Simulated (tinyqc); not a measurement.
Anisotropic wet etching of Si(100): plane rates, V-grooves, membranes and undercut: one step, computed by the program tinyqc.

A long slot opens the mask on a (100) wafer. The floor etches at R100; (111) walls stand at theta = arctan(sqrt2) = 54.7356 degrees to the surface and recede at R111 along their normal.

Question. Shape after the time t. A misaligned edge exposes ledges and adds R100 sin(misalignment) to the lateral rate (a simple estimate): u = R111/sin(theta) + R100 sin(misalignment). Top width W = w + 2 u t; floor width b = W - 2 z/tan(theta) = W - sqrt2 z. The floor lasts until b = 0, at t_V = w/(sqrt2 R100 - 2u); depth z = R100 t before t_V and W/sqrt2 after.

Inputs (values chosen for the exercise, close to those used for potassium hydroxide solutions):

| quantity | value | unit |
|---|---|---|
| bath temperature T | 95 | C |
| width w (mask opening along <110>, or membrane width in the design step) | 12 | um |
| misalignment of the mask | 1 | degrees |
| etch time t | 9 | min |

R100 = 2.384421 um/min

R111 = 0.02256525 um/min

Give: lateral rate u; time t_V to close the V; top width W; depth z; floor width b.

Answer.

lateral rate u = 0.06925 um/min

time t_V to close the V = 3.711 min

top width W = 13.25 um

depth z = 9.367 um

floor width b = 0 um

The groove has closed to a V and now deepens at sqrt2 u = 0.0979 um/min, 4.1 % of R100.
